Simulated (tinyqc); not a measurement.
# Changing the static dielectric constant eps_s

Model: Froehlich polaron in a polar crystal. Computed by tinyqc, a small Python program. Command: `OMP_NUM_THREADS=1 python tinyqc.py 3014525 3014526 out.jsonl frohlich sweep`. One thread of a shared host (Intel(R) Xeon(R) Processor @ 2.30GHz), about 0.1 s of CPU time with the checks.

One electron in a parabolic band of mass m*, coupled to dispersionless LO phonons in the continuum model. Energies are in units of hbar omega unless marked, wave numbers in k_0 = sqrt(2 m* omega/hbar).

Inputs (values chosen for the exercise, modelled on indium phosphide):
```
quantity,value,unit
band mass m*,0.084,m_0
LO phonon energy hbar omega,41.6,meV
eps_inf,9.4,-
temperature T,150,K
```

Constants: hbar^2/(2 m_0) = 3.80998212 eV angstrom^2; e^2/(4 pi eps_0) = 14.39964548 eV angstrom; k_B = 8.617333262e-05 eV/K; hbar = 6.582119569e-16 eV s; e = 1.602176634e-19 C; m_0 = 9.1093837015e-31 kg.

Method:
- 1/eps* = 1/eps_inf - 1/eps_s; k_0 = sqrt(2 m* omega/hbar) = sqrt(m* hbar omega / (hbar^2/(2 m_0))) with m* in m_0; alpha = (e^2/(4 pi eps_0)) k_0/(2 eps* hbar omega); polaron length 1/k_0.
- Feynman's bound: E(v, w) = 3 (v - w)^2/(4 v) - (alpha v/sqrt(pi)) int_0^infinity e^-u D(u)^(-1/2) du, D = w^2 u + ((v^2 - w^2)/v)(1 - e^(-v u)); integrals by 80 Gauss-Legendre points in s from 0 to 1 with u = 40 s^2.
- Minimise over v > w > 0 (simplex search); mass m_p/m* = 1 + (alpha v^3/(3 sqrt(pi))) int u^2 e^-u D^(-3/2) du.
- Scattering by absorption of an LO phonon: 1/tau = 2 alpha omega n, n = 1/(exp(hbar omega/(k_B T)) - 1); mu = e tau/m*, the weak-coupling result for k_B T well below hbar omega.

One run for each value:
```
static dielectric constant eps_s,coupling constant alpha,"polaron energy, Feynman (meV)",mobility (cm^2/(V s)),eps*
10.2,0.04373,-1.820,90851,119.85
16.3,0.23604,-9.848,16833,22.21
26.2,0.35755,-14.941,11112,14.66
42.2,0.43340,-18.128,9168,12.09
67.8,0.48030,-20.102,8272,10.91
109.0,0.50952,-21.333,7798,10.29
175.0,0.52765,-22.097,7530,9.93
282.0,0.53902,-22.577,7371,9.72
```

Over the rows, coupling constant alpha rises from 0.0437 to 0.539 (exponent d ln y / d ln x 3.6 between the first rows and 0.045 between the last); polaron energy, Feynman (meV) falls from -1.82 to -22.6 (exponent d ln y / d ln x 3.6 between the first rows and 0.045 between the last); mobility (cm^2/(V s)) falls from 90900 to 7370 (exponent d ln y / d ln x -3.6 between the first rows and -0.045 between the last). eps* falls towards eps_inf = 9.4, so alpha saturates however large eps_s becomes.

Caution (all rows): this mobility formula holds for weak coupling and k_B T well below hbar omega, and it leaves out all other scattering.
